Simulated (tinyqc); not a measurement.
Shallow donor in an anisotropic valley (effective-mass theory), step by step. Values are carried at full precision from step to step, so a last printed digit may differ when a step is redone from the rounded ones.

Constants: Ry = 13.60569312 eV; a0 (Bohr radius) = 0.5291772105 angstrom; hbar^2/2m0 = 3.80998211 eV angstrom^2; e^2/(4 pi eps0) = 14.39964547 eV angstrom.

Values chosen for the exercise (near those of AlAs; not measured data): ml = 1.109 m0 (longitudinal mass); mt = 0.193 m0 (transverse mass); eps = 10.2 (dielectric constant); a = 19.4 angstrom (trial radius across the axis); b = 10.4 angstrom (trial radius along the axis).

## Hydrogen-like estimates

Ry* = Ry m/eps^2 and a* = a0 eps/m for four choices of one mass: mt, the conductivity mass 3/(1/ml + 2/mt), the density-of-states mass (ml mt^2)^(1/3), and ml.

Estimates:

| mass | m (m0) | Ry* (meV) | a* (angstrom) |
|---|---|---|---|
| mt | 0.1930 | 25.24 | 27.97 |
| conductivity | 0.2663 | 34.83 | 20.27 |
| density of states | 0.3457 | 45.21 | 15.61 |
| ml | 1.1090 | 145.03 | 4.87 |

## Energy of one trial function

One valley: H = -c [(d2/dx2 + d2/dy2)/mt + (d2/dz2)/ml] - q/(eps r), c = hbar^2/2m0, q = e^2/(4 pi eps0). Trial function exp(-sqrt((x^2 + y^2)/a^2 + z^2/b^2)) with a > b: T = (c/3)(2/(mt a^2) + 1/(ml b^2)), V = -(q/eps) atan(u/b)/u, u = sqrt(a^2 - b^2). The central cell of the impurity is left out.

Evaluate T, V and E. Scaling both radii by f changes T to T/f^2 and V to V/f, so the best factor is f = -2T/V, with energy -V^2/(4T).

T = 45.556 meV
V = -86.635 meV
E = -41.079 meV
best scale factor = 1.0517
energy after scaling = -41.189 meV

The virial ratio -V/T is 1.902; it is 2 at the best scale. Scaling gains 0.110 meV.

## Scan over the shape

For each ratio b/a = 0.2, 0.3, ..., 0.9 the best scale follows from a = -2 T1/V1, with T1 and V1 taken at a = 1 angstrom.

Scan:

| b/a | a (angstrom) | b (angstrom) | E (meV) |
|---|---|---|---|
| 0.2 | 42.36 | 8.47 | -23.291 |
| 0.3 | 27.63 | 8.29 | -33.908 |
| 0.4 | 22.76 | 9.10 | -39.234 |
| 0.5 | 20.79 | 10.39 | -41.063 |
| 0.6 | 19.97 | 11.98 | -40.964 |
| 0.7 | 19.71 | 13.80 | -39.882 |
| 0.8 | 19.75 | 15.80 | -38.336 |
| 0.9 | 19.95 | 17.96 | -36.602 |

The best listed ratio is 0.5; (mt/ml)^(1/2) = 0.42 and (mt/ml)^(1/3) = 0.56 are common guesses.

## The minimum

Minimise over a and b. The Mott estimate n_c = (0.25/a_m)^3 uses a_m = (a^2 b)^(1/3); 1/angstrom^3 = 1e24/cm^3.

a = 20.37 angstrom
b = 11.00 angstrom
E = -41.190 meV
a_m = 16.59 angstrom
n_c = 3.42 x 1e18/cm^3

b/a = 0.540. The binding energy is 1.632 times Ry*(mt). The central cell of a real donor shrinks the orbit and raises n_c.

## Checks

- Energy from 21 anisotropic Gaussians against the two-parameter function, meV: -41.26 against -41.19.

Computed by tinyqc, a small Python program: `OMP_NUM_THREADS=1 python tinyqc.py 1252218 1252219 out.jsonl` (the numbers bound the seed that draws the inputs); one thread of a shared host (Intel(R) Xeon(R) Processor @ 2.30GHz), about 0.01 s for the whole set of steps.
